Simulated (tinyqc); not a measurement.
Worked calculation: LDA (PW92) atom on a uniform radial grid, spin-unpolarised, for Be. Computed by tinyqc, a small Python program that keeps every step. Settings: Z = 4, points = 128, R = 12.7, functional = lda,pw, mixing = 0.4, iteration cap = 78. Command: `OMP_NUM_THREADS=1 python tinyqc.py 27517 27518 out.jsonl` (the two numbers bound the seeds that draw the settings). One thread of a shared host (Intel(R) Xeon(R) Processor @ 2.60GHz), about 0.2 s of CPU time with the checks. Later iterations appear only in the table of the cycle.

## Iteration 1

Spherical atom on a uniform radial grid r_j = j h with h = R/(N + 1), h sum u^2 = 1 and integrals as h times sums, u(0) = u(R) = 0 (atomic units):
```
parameter            value
Z                        4
points N               128
R                12.700000
h                 0.098450
mixing            0.400000
electrons in 1s          2
electrons in 2s          2
```

Three-point differences turn -u''/2 + [l(l+1)/2r^2 - Z/r + V] u = e u into a tridiagonal matrix (diagonal 1/h^2 + potential, off-diagonal -1/2h^2). D = sum f u^2; the Hartree potential y/r solves y'' = -D/r with y(0) = 0, y(R) = N_e; v_xc comes from rho = D/(4 pi r^2); E = sum f e - int D V + int D (V_H/2 + eps_xc); V(new) = V + mixing (V_H + v_xc - V).

eigenvalues (hartree): 1s -7.711790, 2s -1.980982

Every 8th grid point:
```
r              V in     u(1s)      u(2s)         D       V_H       v_xc
0.787597   0.000000  0.561922  -0.512939  1.157727  3.988251  -0.585153
1.575194   0.000000  0.051953  -0.822043  1.356909  2.427206  -0.400627
2.362791   0.000000  0.003603  -0.448292  0.401958  1.683459  -0.216429
3.150388   0.000000  0.000222  -0.178058  0.063409  1.269001  -0.104838
3.937984   0.000000  0.000013  -0.060405  0.007298  1.015703  -0.048039
4.725581   0.000000  7.12e-07  -0.018634  0.000694  0.846454  -0.021057
5.513178   0.000000  3.84e-08  -0.005394  0.000058  0.725534  -0.008874
6.300775   0.000000  2.03e-09  -0.001491  4.45e-06  0.634843  -0.003616
7.088372   0.000000  1.05e-10  -0.000398  3.18e-07  0.564304  -0.001434
7.875969   0.000000         0  -0.000104  2.15e-08  0.507874  -0.000557
8.663566   0.000000         0  -0.000026  1.39e-09  0.461704  -0.000213
9.451163   0.000000         0  -0.000007  8.70e-11  0.423228  -0.000081
10.238760  0.000000         0  -1.63e-06         0  0.390672  -0.000030
11.026357  0.000000         0  -3.95e-07         0  0.362767   0.000000
11.813953  0.000000         0  -9.14e-08         0  0.338583   0.000000
12.601550  0.000000         0  -6.85e-09         0  0.317421   0.000000
```

total energy = -12.98743955 hartree

## Iteration 2

As before.

eigenvalues (hartree): 1s -5.703445, 2s -1.085541

Every 8th grid point:
```
r              V in     u(1s)      u(2s)         D       V_H       v_xc
0.787597   1.361239  0.616227  -0.342408  0.993959  3.769155  -0.558100
1.575194   0.810632  0.075551  -0.785310  1.244840  2.337174  -0.390180
2.362791   0.586812  0.007278  -0.576640  0.665133  1.663620  -0.251940
3.150388   0.465665  0.000637  -0.312699  0.195562  1.265808  -0.146738
3.937984   0.387065  0.000053  -0.146719  0.043053  1.015265  -0.081752
4.725581   0.330159  4.27e-06  -0.063299  0.008013  0.846399  -0.044275
5.513178   0.286664  3.36e-07  -0.025864  0.001338  0.725528  -0.023421
6.300775   0.252491  2.62e-08  -0.010174  0.000207  0.634842  -0.012132
7.088372   0.225148  2.01e-09  -0.003891  0.000030  0.564304  -0.006169
7.875969   0.202927  1.53e-10  -0.001456  4.24e-06  0.507874  -0.003087
8.663566   0.184596  1.16e-11  -0.000535  5.73e-07  0.461704  -0.001525
9.451163   0.169259         0  -0.000194  7.53e-08  0.423228  -0.000745
10.238760  0.156257         0  -0.000069  9.64e-09  0.390672  -0.000361
11.026357  0.145107         0  -0.000024  1.19e-09  0.362767  -0.000172
11.813953  0.135433         0  -0.000008  1.23e-10  0.338583  -0.000078
12.601550  0.126969         0  -7.01e-07         0  0.317421   0.000000
```

total energy = -13.58668292 hartree

## Iteration 3

As before.

eigenvalues (hartree): 1s -4.662787, 2s -0.644751

Every 8th grid point:
```
r              V in     u(1s)      u(2s)         D       V_H       v_xc
0.787597   2.101165  0.644968  -0.247333  0.954314  3.618190  -0.551101
1.575194   1.265177  0.092091  -0.715147  1.039833  2.255414  -0.369269
2.362791   0.916760  0.010655  -0.626451  0.785108  1.636288  -0.264899
3.150388   0.727027  0.001137  -0.409740  0.335777  1.258903  -0.172506
3.937984   0.605644  0.000116  -0.234057  0.109566  1.013762  -0.108033
4.725581   0.518945  0.000012  -0.123866  0.030686  0.846099  -0.066254
5.513178   0.452841  1.14e-06  -0.062487  0.007809  0.725471  -0.040031
6.300775   0.400578  1.10e-07  -0.030520  0.001863  0.634831  -0.023884
7.088372   0.358343  1.06e-08  -0.014565  0.000424  0.564302  -0.014090
7.875969   0.323671  1.02e-09  -0.006830  0.000093  0.507874  -0.008228
8.663566   0.294829  9.67e-11  -0.003159  0.000020  0.461704  -0.004761
9.451163   0.270549         0  -0.001444  4.17e-06  0.423228  -0.002732
10.238760  0.249879         0  -0.000651  8.47e-07  0.390672  -0.001553
11.026357  0.232102         0  -0.000285  1.63e-07  0.362767  -0.000866
11.813953  0.216662         0  -0.000110  2.43e-08  0.338583  -0.000445
12.601550  0.203150         0  -0.000011  2.31e-10  0.317421  -0.000092
```

total energy = -13.79847046 hartree

## Convergence

Stop when input and output potentials agree to 1e-7.

Course of the cycle (hartree):
```
iteration             E      e(1s)      e(2s)  largest |V(out) - V(in)|
1          -12.98743955  -7.711790  -1.980982                  6.63e+00
2          -13.58668292  -5.703445  -1.085541                  3.39e+00
3          -13.79847046  -4.662787  -0.644751                  1.68e+00
4          -13.86646386  -4.136122  -0.425608                  8.02e-01
5          -13.88630677  -3.876485  -0.315809                  3.71e-01
6          -13.89161295  -3.751724  -0.260509                  1.72e-01
7          -13.89293972  -3.693089  -0.232527                  7.85e-02
8          -13.89325792  -3.666029  -0.218284                  3.57e-02
9          -13.89333279  -3.653738  -0.210976                  1.64e-02
10         -13.89335038  -3.648243  -0.207192                  7.48e-03
11         -13.89335456  -3.645833  -0.205212                  3.64e-03
...                 ...        ...        ...                       ...
21         -13.89335593  -3.644158  -0.202940                  1.44e-05
22         -13.89335593  -3.644160  -0.202937                  8.74e-06
23         -13.89335593  -3.644161  -0.202935                  5.29e-06
24         -13.89335593  -3.644161  -0.202934                  3.19e-06
25         -13.89335593  -3.644162  -0.202934                  1.92e-06
26         -13.89335593  -3.644162  -0.202933                  1.15e-06
27         -13.89335593  -3.644162  -0.202933                  6.93e-07
28         -13.89335593  -3.644163  -0.202933                  4.16e-07
29         -13.89335593  -3.644163  -0.202933                  2.50e-07
30         -13.89335593  -3.644163  -0.202933                  1.50e-07
31         -13.89335593  -3.644163  -0.202933                  9.01e-08
```

Converged in 31 iterations. A uniform grid resolves the cusp poorly: for a bare nucleus this grid gives 1s at -7.71179 against -Z^2/2 = -8 hartree. Before convergence this energy mixes input and output and is not variational, so it may rise towards its limit.
